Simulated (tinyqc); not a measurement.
Inside a calculation. Method: extended Hueckel theory, for BeH2+. The parameters take no account of the charge, which enters only through the electron count. Computed by tinyqc, a small Python program that keeps every step (integrals from PySCF). Settings: charge = 1, K = 1.5, weighted = 1, multiplicity = 2. Command: `OMP_NUM_THREADS=1 python tinyqc.py 22253 22254 out.jsonl` (the two numbers bound the seeds that draw the settings). One thread of a shared host (Intel(R) Xeon(R) Processor @ 2.60GHz), about 0.01 s of CPU time with the checks.

## Overlaps

Geometry (angstrom):
```
atom         x          y         z
Be    0.000000   0.000000  0.000000
H     0.000000   1.349000  0.000000
H     0.000000  -1.349000  0.000000
```

Parameters chosen for this run:
```
element  shell  Slater exponent   H_ii (eV)
H           1s         1.300000  -13.600000
Be          2s         0.975000  -10.000000
Be          2p         0.975000   -6.000000
```

Slater orbitals, each expanded in six Gaussians scaled to its exponent.

overlap S, order 1Be 2s, 1Be 2px, 1Be 2py, 1Be 2pz, 2H 1s, 3H 1s:
$$\begin{pmatrix}
1.000000 & 0.000000 & 0.000000 & 0.000000 & 0.449914 & 0.449914 \\
0.000000 & 1.000000 & 0.000000 & 0.000000 & 0.000000 & 0.000000 \\
0.000000 & 0.000000 & 1.000000 & 0.000000 & 0.540711 & -0.540711 \\
0.000000 & 0.000000 & 0.000000 & 1.000000 & 0.000000 & 0.000000 \\
0.449914 & 0.000000 & 0.540711 & 0.000000 & 1.000000 & 0.029472 \\
0.449914 & 0.000000 & -0.540711 & 0.000000 & 0.029472 & 1.000000
\end{pmatrix}$$

## Wolfsberg-Helmholz matrix

diagonal H_ii (eV): 1Be 2s -10.000000, 1Be 2px -6.000000, 1Be 2py -6.000000, 1Be 2pz -6.000000, 2H 1s -13.600000, 3H 1s -13.600000

K = 1.500000

H_ij = K' S_ij (H_ii + H_jj)/2 for i != j (the diagonal keeps H_ii), with K' = K + D^2 + D^4 (1 - K), D = (H_ii - H_jj)/(H_ii + H_jj), K = 1.5.

H (eV), order 1Be 2s, 1Be 2px, 1Be 2py, 1Be 2pz, 2H 1s, 3H 1s:
$$\begin{pmatrix}
-10.000000 & 0.000000 & 0.000000 & 0.000000 & -8.085572 & -8.085572 \\
0.000000 & -6.000000 & 0.000000 & 0.000000 & 0.000000 & 0.000000 \\
0.000000 & 0.000000 & -6.000000 & 0.000000 & -8.685276 & 8.685276 \\
0.000000 & 0.000000 & 0.000000 & -6.000000 & 0.000000 & 0.000000 \\
-8.085572 & 0.000000 & -8.685276 & 0.000000 & -13.600000 & -0.601231 \\
-8.085572 & 0.000000 & 8.685276 & 0.000000 & -0.601231 & -13.600000
\end{pmatrix}$$

## Orbitals

valence electrons = 3

Solve H C = S C e through S^(-1/2); fill by pairs from the bottom, a degenerate level sharing its electrons equally; each orbital has its largest coefficient positive (the first on a tie).

orbital energies (eV): [-14.694318, -13.792130, -6.000000, -6.000000, -1.226715, 13.696117]

occupations: [2.000000, 1.000000, 0.000000, 0.000000, 0.000000, 0.000000]

coefficients, order 1Be 2s, 1Be 2px, 1Be 2py, 1Be 2pz, 2H 1s, 3H 1s:
$$\begin{pmatrix}
0.331808 & 0.000000 & 0.000000 & 0.000000 & 1.240178 & 0.000000 \\
0.000000 & 0.000000 & 0.902582 & -0.430518 & 0.000000 & 0.000000 \\
0.000000 & 0.191002 & 0.000000 & 0.000000 & 0.000000 & 1.574547 \\
0.000000 & 0.000000 & 0.430518 & 0.902582 & 0.000000 & 0.000000 \\
0.528221 & 0.606127 & 0.000000 & 0.000000 & -0.722122 & -0.963664 \\
0.528221 & -0.606127 & 0.000000 & 0.000000 & -0.722122 & 0.963664
\end{pmatrix}$$

sum of one-electron energies = -43.180766 eV

Within a degenerate level the vectors are fixed only up to a rotation; this is one choice.

## Mulliken analysis

P = C n C^T; charge = valence electrons (H 1, Be 2) minus the sum of (P S)_ii on the atom; overlap population = 2 sum P_ij S_ij between two atoms.

charges: 1Be 1.302705, 2H -0.151353, 3H -0.151353

Overlap populations:
```
pair     value
2-1   0.440620
3-1   0.440620
3-2   0.011237
```
